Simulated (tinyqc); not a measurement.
Resistance of a tapered via with liner, size effect and interface: via resistance against the sidewall angle.

A round via whose diameter grows from db at the bottom as D(z) = db + 2 z/tan(ang). The fill, of diameter D - 2 tl, starts above the bottom liner (thickness fb tl) and has rho = rho0 (1 + ks lam/(D - 2 tl)); the sidewall liner conducts in parallel with it. The bottom liner and the interface are crossed over the full area pi db^2/4. Spreading in the lines above and below is left out.

Slices between z0 = fb tl and hv, evaluated at their midpoints: conductance per length pi/4 [(D - 2 tl)^2/rho + (D^2 - (D - 2 tl)^2)/rl], slice resistance = slice height over that. 2000 slices. R_fill = sum of the slices; R_bottom = rl fb tl/(pi db^2/4); R_interface = ri/(pi db^2/4); ballistic (Sharvin) limit 1/(Sb pi (db - 2 tl)^2/4); ideal cylinder rho0 hv/(pi db^2/4).

Values chosen for this exercise; fill metal close to cobalt:
- db = 28 nm (diameter at the bottom)
- hv = 52 nm (height)
- rho0 = 6.38 uohm cm (bulk resistivity of the fill)
- lam = 11.8 nm (mean free path of the fill)
- ks = 0.7 (size-effect factor)
- tl = 1.7 nm (liner on the sidewall)
- fb = 1 (liner at the bottom over that on the sidewall)
- rl = 210 uohm cm (resistivity of the liner)
- ri = 1.4e-12 ohm cm^2 (interface resistivity at the bottom)
- Sb = 1e15 S/m^2 (ballistic conductance per area, about 3/(4 rho0 lam))

The same in every row: R_bottom (ohm) = 5.798; R_interface (ohm) = 0.2274; ballistic limit (ohm) = 2.104.

Result of one run:
```
ang (degrees)	R_fill (ohm)	R (ohm)	R over ideal cylinder	largest part
86	6.621	12.65	2.347	fill
```

What becomes of these results when the sidewall angle ang is changed from 86 to 89 degrees, all else the same?

Result of the changed run:
```
ang (degrees)	R_fill (ohm)	R (ohm)	R over ideal cylinder	largest part
89	8.210	14.24	2.642	fill
```

The whole series:
```
ang (degrees)	R_fill (ohm)	R (ohm)	R over ideal cylinder	largest part
90	8.912	14.94	2.772	fill
89	8.210	14.24	2.642	fill
88	7.606	13.63	2.530	fill
87	7.082	13.11	2.433	fill
86	6.621	12.65	2.347	fill
84	5.850	11.87	2.204	fill
82	5.229	11.25	2.089	bottom liner
```

R falls from 14.9 to 11.3 ohm. The fill is the largest part at ang = 90, the bottom liner from 82 on. The share of the two bottom terms goes from 40.3 to 53.5 %.

Computed by the program tinyqc: `OMP_NUM_THREADS=1 python tinyqc.py 2750195 2750196 out.jsonl`, one thread of a shared Intel Xeon 2.30GHz, about 0.01 s for the whole run.
